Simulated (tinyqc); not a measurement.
Implant damage, amorphisation by cascade overlap, and solid-phase epitaxial regrowth: one step, computed by the program tinyqc. Command: `OMP_NUM_THREADS=1 python tinyqc.py 3113847 3113848 out.jsonl sper walk`. One thread of a shared host (Intel(R) Xeon(R) Processor @ 2.30GHz), about 0.01 s of CPU time with the checks.

Range and width of the damage are inputs. Dynamic annealing enters only through the surviving share f.

Task: Damage energy and displacements per ion. Robinson partition: eps = E a M2/(Z1 Z2 (e^2/(4 pi eps_0)) (M1 + M2)), a = 0.8853 a_0/sqrt(Z1^(2/3) + Z2^(2/3)); k = 0.0793 Z1^(2/3) Z2^(1/2) (M1 + M2)^(3/2)/((Z1^(2/3) + Z2^(2/3))^(3/4) M1^(3/2) M2^(1/2)); damage energy T_d = E/(1 + k (eps + 0.40244 eps^(3/4) + 3.4008 eps^(1/6))); displacements nu = 0.8 T_d/(2 E_d).

Inputs (values chosen for the exercise, modelled on fluorine ions in silicon):
```
quantity                 value  unit
ion Z1                       9     -
ion mass M1                 19     u
target Z2                   14     -
target mass M2           28.09     u
ion energy E               6.5   keV
displacement energy E_d     15    eV
```

Constants: a_0 = 0.529177210903 angstrom; e^2/(4 pi eps_0) = 14.39964548 eV angstrom.

Give: reduced energy eps; k; damage energy T_d; T_d/E; displacements per ion nu.

Result:

reduced energy eps = 0.3145

k = 0.1664

damage energy T_d = 4.202 keV

T_d/E = 0.6464

displacements per ion nu = 112.0

35 % of the energy goes to electrons.
